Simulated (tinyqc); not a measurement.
Crystal pulling from the melt: segregation, interface stability, heat balance and point-defect regime: one step, computed by the program tinyqc.

A dilute solute; steady pulling with a flat interface unless it is found unstable.

Problem. Boundary layer and effective coefficient. delta = 1.61 D^(1/3) nu^(1/6) omega^(-1/2), omega = 2 pi rpm/60; k_eff = k0/[k0 + (1 - k0) exp(-V delta/D)] (Burton, Prim and Slichter); the melt at the interface is enriched by k_eff/k0.

Inputs (values chosen for the exercise, modelled on phosphorus in silicon): equilibrium coefficient k0 = 0.35; diffusivity in the melt D = 0.00019 cm^2/s; kinematic viscosity nu = 0.0028 cm^2/s; crystal rotation = 5 rpm; pull rate V = 1.1 mm/min.

Give: boundary layer delta; V delta/D; k_eff; enrichment at the interface.

Solution.

boundary layer delta = 480.2 micrometre

V delta/D = 0.4634

k_eff = 0.4612

enrichment at the interface = 1.318

k_eff has moved 17.1 % of the way from k0 to 1. A 10 % ripple of V gives striations of 2.50 % in C_s, since d ln k_eff/d ln V = (1 - k_eff) V delta/D.
